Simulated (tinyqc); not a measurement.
Donor level screened by free carriers (Yukawa potential): one step. One-parameter trial function. Two cases, with inputs chosen for the exercise.

Task: For exp(-z r): E(z) = z^2 - 8 z^3/(2z + x)^2 in Ry*. Scan z = 0.5, 0.6, ..., 1.1, then minimise; first order gives -1 + 2x.

Potential -(q/(eps r)) exp(-ks r), q = e^2/(4 pi eps0). In units Ry* = Ry m/eps^2 and a* = a0 eps/m the problem is [-Laplacian - 2 exp(-x r)/r] psi = E psi with x = ks a*.

Case 1.

x = 0.362015
Ry* = 31.90465 meV

Case 2.

x = 0.309177
Ry* = 6.94168 meV

Give: Scan (Ry*); best z; E; binding.

Result:

Case 1.

Scan (Ry*):
```
z    kinetic  potential        E
0.5   0.2500    -0.5391  -0.2891
0.6   0.3600    -0.7082  -0.3482
0.7   0.4900    -0.8838  -0.3938
0.8   0.6400    -1.0640  -0.4240
0.9   0.8100    -1.2477  -0.4377
1.0   1.0000    -1.4339  -0.4339
1.1   1.2100    -1.6222  -0.4122
```

best z = 0.929
E = -0.4384 Ry*
binding = 13.99 meV

First order in x would give -0.276 Ry*, a rigid shift by q ks/eps; it overstates the loss of binding by 0.162 Ry*.

Case 2.

Scan (Ry*):
```
z    kinetic  potential        E
0.5   0.2500    -0.5834  -0.3334
0.6   0.3600    -0.7587  -0.3987
0.7   0.4900    -0.9393  -0.4493
0.8   0.6400    -1.1237  -0.4837
0.9   0.8100    -1.3110  -0.5010
1.0   1.0000    -1.5003  -0.5003
1.1   1.2100    -1.6912  -0.4812
```

best z = 0.946
E = -0.5029 Ry*
binding = 3.49 meV

First order in x would give -0.382 Ry*, a rigid shift by q ks/eps; it overstates the loss of binding by 0.121 Ry*.

Computed by tinyqc, one run a case: `OMP_NUM_THREADS=1 python tinyqc.py N N+1 out.jsonl` with N = 1251989, 1252079; one thread of a shared Intel(R) Xeon(R) Processor @ 2.30GHz, about 0.01 s a run at most.
